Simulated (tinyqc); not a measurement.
# Worked calculation: Joule-heated wire on a substrate, fin equation

Numbers from tinyqc (`OMP_NUM_THREADS=1 python tinyqc.py 2520068 2520069 out.jsonl`; about 0.01 s on one thread of a shared Intel Xeon 2.30GHz). Printed values are rounded.

A wire of length L loses heat along itself to two contacts and sideways to the substrate: kap A theta'' - g theta + p = 0 with theta = T - T0 and p(x) = p0 exp(-((x/L - x0)/sg)^2/2). The ends are held at T0. Constant conductivity, diffusive heat flow.

Inputs (values chosen for the exercise): temperature of substrate and contacts T0 = 350 K; conductivity along the wire kap = 30 W/(m K); cross-section A = 150 nm^2; conductance per length to the substrate g = 0.89 W/(m K); length between the contacts L = 290 nm; thermal resistance of each contact Rc = 0 K/uW; peak heating per length p0 = 0.18 uW/nm; place of the hot spot as a share of L x0 = 0.62; width of the hot spot as a share of L sg = 0.07.

## Healing length

LH = sqrt(kap A/g); far from the contacts uniform heating p0 would give theta = p0/g.

LH = 71.1068 nm
L/LH = 4.07837
p0/g = 202.247 K

## The tridiagonal system

Nodes x_i = i h, h = L/8; box widths w_i = h (h/2 at the ends); c = kap A/h; equation of node i: -c theta_(i-1) + d_i theta_i - c theta_(i+1) = b_i with d_i = 2 c + g w_i, b_i = p(x_i) w_i; theta = 0 at the end nodes.

c = 0.124138 uW/K

| node | d (uW/K) | b (uW) |
|---|---|---|
| 1 | 0.280538 | 9.03880e-11 |
| 2 | 0.280538 | 5.59439e-6 |
| 3 | 0.280538 | 0.0142734 |
| 4 | 0.280538 | 1.50118 |
| 5 | 0.280538 | 6.50838 |
| 6 | 0.280538 | 1.16317 |
| 7 | 0.280538 | 0.00856935 |

## Temperature rise

Solve -c theta_(i-1) + d_i theta_i - c theta_(i+1) = b_i for nodes 1 to 7, with theta = 0 at nodes 0 and 8.

| node | theta (K) |
|---|---|
| 0 | 0.0000 |
| 1 | 6.0068 |
| 2 | 13.5748 |
| 3 | 24.6707 |
| 4 | 42.0634 |
| 5 | 58.2951 |
| 6 | 37.2488 |
| 7 | 16.5131 |
| 8 | 0.0000 |

The hottest node is 5, at 58.30 K above T0; a mesh of 800 steps gives a peak of 54.63 K, so the coarse value is 6.7 % above it. On the fine mesh 70.1 % of the heat leaves through the substrate and the rest through the contacts.
